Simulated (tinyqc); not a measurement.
Changing the grain-boundary reflection R: size effects in the resistivity of thin metal films and interconnect lines. Computed by tinyqc, a small Python program. Command: `OMP_NUM_THREADS=1 python tinyqc.py 3003304 3003305 out.jsonl size sweep`. One thread of a shared host (Intel(R) Xeon(R) Processor @ 2.30GHz), about 0.01 s of CPU time with the checks.

Electrons lose their drift at surfaces (a share 1 - p of the hits) and at grain boundaries (reflection R), besides bulk scattering. The line sits in a trench with a non-conducting liner on both walls and the bottom; the spacing equals the drawn width.

Inputs (values chosen for the exercise, modelled on gold):

| quantity | value | unit |
|---|---|---|
| bulk resistivity rho_b | 2.25 | microohm cm |
| bulk mean free path lambda | 38.2 | nm |
| specularity p | 0.44 | - |
| drawn line width w | 34 | nm |
| grain size over metal width | 2.1 | - |
| aspect ratio (height over width) | 1.8 | - |
| liner thickness t | 1.5 | nm |
| line length | 83 | micrometre |
| permittivity of the dielectric k | 3.5 | - |

Geometry: line.

Constants: eps_0 = 8.8541878128e-12 F/m.

Method:
- Metal width w_m = w - 2t, height h_m = (aspect ratio) w - t, grain size D = (ratio) w_m.
- Mayadas-Shatzkes: alpha = (lambda/D) R/(1 - R); rho_b/rho = 1 - 3 alpha/2 + 3 alpha^2 - 3 alpha^3 ln(1 + 1/alpha).
- Fuchs-Sondheimer film: rho_b/rho = 1 - (3/(2 kappa))(1 - p) int_0^1 (s - s^3)(1 - exp(-kappa/s))/(1 - p exp(-kappa/s)) ds, f = rho/rho_b, kappa = thickness/lambda, 80 Gauss-Legendre points.
- Line: the excess of a film of thickness w_m and of a film of thickness h_m are added, rho/rho_b = 1 + (f(w_m) - 1) + (f(h_m) - 1), an estimate that holds best when both sides exceed lambda.
- Total: rho = rho_b [1 + surface excess + grain excess]; resistance per length rho/(w_m h_m); capacitance per length C = 2 k eps_0 (aspect ratio + 1/2), a parallel-plate estimate for two neighbours plus a fixed term for the planes above and below; delay 0.38 R C L^2; effective resistivity per drawn area.

One run for each value:

| grain-boundary reflection R | resistivity rho (microohm cm) | rho/rho_b from grains | alpha |
|---|---|---|---|
| 0.05 | 3.334 | 1.0458 | 0.0309 |
| 0.16 | 3.597 | 1.1625 | 0.1118 |
| 0.26 | 3.896 | 1.2956 | 0.2062 |
| 0.37 | 4.328 | 1.4877 | 0.3446 |
| 0.48 | 4.935 | 1.7574 | 0.5417 |
| 0.59 | 5.859 | 2.1679 | 0.8444 |
| 0.69 | 7.257 | 2.7895 | 1.3061 |
| 0.80 | 10.395 | 4.1842 | 2.3472 |

Describe the trends.

Over the rows, resistivity rho (microohm cm) rises from 3.33 to 10.4 (exponent d ln y / d ln x 0.065 between the first rows and 2.4 between the last); rho/rho_b from grains rises from 1.05 to 4.18 (exponent d ln y / d ln x 0.091 between the first rows and 2.7 between the last); alpha rises from 0.0309 to 2.35 (exponent d ln y / d ln x 1.1 between the first rows and 4.0 between the last).

Extremes, crossings and ranges named in words are read from the listed rows.
